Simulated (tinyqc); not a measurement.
The bottom gap that matches the currents.

Question. Photon flux above E from a black body at temperature T into a hemisphere: Phi(E, T) = A sum_k exp(-k E/th)[E^2 th/k + 2 E th^2/k^2 + 2 th^3/k^3], k = 1, 2, ..., with th = kB T/q in eV and A = 2 pi q^3/(h^3 c^2). In a two-junction cell the top cell (gap E1) absorbs every photon above E1 and the bottom cell (gap E2) every photon between E2 and E1, one electron each; the sun fills the share fs X of the hemisphere. The currents match when Phi(E2, Ts) = 2 Phi(E1, Ts). Find E2 and the matched current q fs X Phi(E1, Ts).

Inputs (values chosen for the exercise):
```
symbol,value,unit,meaning
Ts,5778,K,temperature of the black-body sun
fs,2.16e-5,,share of the hemisphere filled by the sun
X,1,,concentration
```

Constants: q = 1.602176634e-19 C, kB = 1.380649e-23 J/K, h = 6.62607015e-34 J s, c = 299792458 m/s. Results are converted to the units shown.

E1 = 1.6859730 eV

Answer. Phi falls steadily with energy, so the condition has one root below E1.

E2 = 1.02 eV
matched current = 29.3 mA/cm^2

Numbers from tinyqc (`OMP_NUM_THREADS=1 python tinyqc.py 2820119 2820120 out.jsonl`; about 0.01 s on one thread of a shared Intel Xeon 2.30GHz).
